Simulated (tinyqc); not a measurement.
Inside a calculation. Model: threshold of a short bulk MOSFET: charge sharing, barrier lowering, narrow width.

Computed by the program tinyqc: `OMP_NUM_THREADS=1 python tinyqc.py 2002019 2002020 out.jsonl`, one thread of a shared Intel Xeon 2.30GHz, about 0.01 s for the whole run. Printed values are rounded.

n-channel device on a p-type body, depletion approximation, full ionisation. Uniform doping N = Na. Vbi from Boltzmann statistics is rough for the degenerate source. Cox = eps0 eox/tox.

Values chosen for this exercise; band and dielectric values close to those of silicon:

| symbol | value | unit | meaning |
|---|---|---|---|
| T | 350 | K | temperature |
| Eg | 1.1 | eV | band gap |
| eps_r | 11.6 |  | relative permittivity |
| Nc | 3.48e19 | cm^-3 | conduction-band density of states at T |
| Nv | 3.34e19 | cm^-3 | valence-band density of states at T |
| eox | 9.01 |  | relative permittivity of the gate insulator (close to aluminium oxide) |
| tox | 15 | nm | insulator thickness |
| Na | 2.8e17 | cm^-3 | channel doping |
| Nsd | 1e20 | cm^-3 | source and drain doping |
| Vfb | -0.72 | V | flat-band voltage for the doping Na |
| xj | 51 | nm | junction depth |
| Vbs | 0 | V | body-source voltage |
| Vds | 1.2 | V | drain-source voltage |
| W | 240 | nm | gate width |
| xw | 1.5708 |  | shape factor of the fringing depletion at the width edges |
| L | 290 | nm | channel length |

Constants: q = 1.602176634e-19 C, kB = 1.380649e-23 J/K, Vt = kB T/q, eps0 = 8.8541878128e-14 F/cm where lengths are in cm. Results are converted to the units shown.

## Long-channel threshold and scales

ni = sqrt(Nc Nv) exp(-Eg/(2 Vt)), Eg in volts; 2 pB = 2 Vt ln(N/ni); flat band Vfb - Vt ln(N/Na); Wd = sqrt(2 eps0 eps_r (2 pB - Vbs)/(q N)); body term q N Wd/Cox; long-channel VT0 = flat band + 2 pB + body term; Vbi = Vt ln(N Nsd/ni^2); scale length l = sqrt((eps_r/eox) tox Wd).

N = 2.8e17 cm^-3
2 pB = 0.810334 V
flat band = -0.72 V
Wd = 60.9139 nm
body term = 0.513810 V
VT0 = 0.604143 V
Vbi = 0.987622 V
l = 34.2981 nm

## Short-channel and narrow-width shifts

Charge sharing (trapezoid; it ignores Vds): F = (xj/L)(sqrt(1 + 2 Wd/xj) - 1), lowering = body term times F. Barrier lowering: th = exp(-L/(2 l)) + 2 exp(-L/l), lowering = th [2 (Vbi - 2 pB) + Vds], DIBL = th. Narrow width: rise = body term times xw Wd/W. VT by each model = VT0 - lowering + rise.

F = 0.147876
lowering by charge sharing = 75.9801 mV
th = 0.0150124
lowering of the barrier = 23.3379 mV
DIBL = 15.0124 mV/V
narrow-width rise = 204.846 mV
VT, charge sharing = 0.733010 V
VT, barrier lowering = 0.785652 V

L is 8.46 scale lengths. The charge-sharing lowering is 3.26 times the barrier lowering; the first falls off as 1/L and the second exponentially. Both describe the same loss of gate control, so they are alternatives and are not added.
